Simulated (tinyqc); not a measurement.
Worked calculation: cyclotron resonance of ellipsoidal valleys, Ge type. Values are carried at full precision from step to step, so a last printed digit may differ when a step is redone from the rounded ones.

Valleys along [111], [-111], [1-11], [11-1], mass ml along the axis and mt across it. B lies in the (1-10) plane, b = (sin(theta)/sqrt2, sin(theta)/sqrt2, cos(theta)). For the angle phi between B and the axis, 1/mc^2 = cos^2(phi)/mt^2 + sin^2(phi)/(mt ml). Resonance: h nu = 2 muB B/mc, h = 2 pi hbar.

Constants: hbar = 6.58211957e-16 eV s; muB = 5.788381798e-05 eV/T.

Parameters, chosen for this exercise (near those of Ge; shifted at random, so the results belong to these values and not to a real crystal): theta = 38 degrees (angle of B from [001] towards [110]); ml = 1.591 m0 (longitudinal mass); mt = 0.084 m0 (transverse mass); nu = 24 GHz (microwave frequency); tau = 110 ps (scattering time).

## Angles to the valley axes

Give b and cos^2(phi) for each axis.

b: 0.4353  0.4353  0.7880

cos^2(phi): [111] 0.9171, [-111] 0.2070, [1-11] 0.2070, [11-1] 0.0023

## Cyclotron masses and resonance fields

For each axis, mc and B = h nu mc/(2 muB).

Resonances:
```
axis    mc (m0)   B (T)
[111]    0.0875  0.0750
[-111]   0.1684  0.1444
[1-11]   0.1684  0.1444
[11-1]   0.3583  0.3072
```

3 distinct masses appear; the limits are mt = 0.084 (B along the axis) and sqrt(ml mt) = 0.3656 (B across it).

## The same from the mass tensor

For the valley along [11-1]: M = mt 1 + (ml - mt) a a^T, and mc^2 = det M/(b M b).

M (m0), lower triangle:
```
         x        y       z
x   0.5863
y   0.5023   0.5863
z  -0.5023  -0.5023  0.5863
```

det M = 0.011226
b M b = 0.0874
mc = 0.3583 m0

## Line shape

For linear polarisation and one isotropic mass the absorbed power goes as P = [1 + (w^2 + wc^2) tau^2]/([1 + (wc^2 - w^2) tau^2]^2 + 4 w^2 tau^2), w = 2 pi nu. List it for wc/w = 0, 0.5, 0.8, 0.9, 1, 1.1, 1.2, 1.5 and 2, which is B over the resonance field.

w tau = 16.588

Power:
```
wc/w         P
0.0   0.003621
0.5   0.007971
0.8    0.04221
0.9     0.1338
1.0     0.5005
1.1     0.1337
1.2    0.04202
1.5   0.007455
2.0   0.002012
```

The largest listed value lies at wc/w = 1.0, 138.2 times the zero-field value. With w tau well above 1 the line is sharp, of relative half width about 1/(w tau). The closest two lines of this crystal are 92.4 % apart, so they are resolved.

## Checks

- Rotation frequency of dv/dt = -M^-1 (v x b) for the valley along [11-1], in units of e B/m0, against 1/mc: both 2.7908.

tinyqc: `OMP_NUM_THREADS=1 python tinyqc.py 1281737 1281738 out.jsonl`; about 0.01 s, one thread, shared Intel(R) Xeon(R) Processor @ 2.30GHz.
